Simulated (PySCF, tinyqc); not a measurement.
CIS on RHF in the sto-3g basis, for H6, spin multiplicity 1, step by step. The lowest restricted solution is unstable here: a spin-polarised one lies 0.0179 hartree lower (PySCF). One step of it, computed by the program tinyqc.

Problem. CIS triplet states. Diagonalise A (1 hartree = 27.211386 eV); each vector has its largest component positive (the first on a tie).

CIS matrix A, triplet (hartree), lower triangle:
```
           1>4        1>5        1>6        2>4        2>5        2>6       3>4       3>5
1>4   0.493358
1>5   0.000290   0.908103
1>6   0.081749   0.000307   1.256944
2>4   0.000041  -0.096229   0.000134   0.367741
2>5  -0.096229  -0.000238  -0.140946  -0.000266   0.760564
2>6   0.000134  -0.140946   0.000252  -0.011082  -0.000323   1.201928
3>4   0.014709   0.000030  -0.090714   0.000080  -0.112684  -0.000014  0.118555
3>5   0.000030  -0.007068   0.000158  -0.112684  -0.000208  -0.097622  0.000094  0.547682
3>6  -0.090714   0.000158   0.084045  -0.000014  -0.097622   0.000268  0.015482  0.000042

          3>6
3>6  0.963527
```

Give: triplet excitation energies; lowest vectors.

Solution.

triplet excitation energies (eV): 2.397  8.008  11.801  16.046  20.700  23.685  26.545  34.587  36.326

lowest vectors:
```
     state 1  state 2  state 3  state 4  state 5  state 6
1>4   -0.014    0.000    0.924    0.000   -0.321    0.001
1>5    0.000    0.162   -0.001   -0.058    0.002    0.914
1>6    0.099    0.000   -0.067    0.000    0.234   -0.001
2>4    0.000    0.884    0.000   -0.433   -0.001   -0.167
2>5    0.182    0.001    0.299    0.000    0.876   -0.001
2>6    0.000    0.082    0.000    0.121    0.001    0.362
3>4    0.978    0.000   -0.033    0.000   -0.189    0.000
3>5    0.000    0.430    0.000    0.891   -0.001   -0.071
3>6   -0.008    0.000    0.225    0.000    0.196   -0.002
```
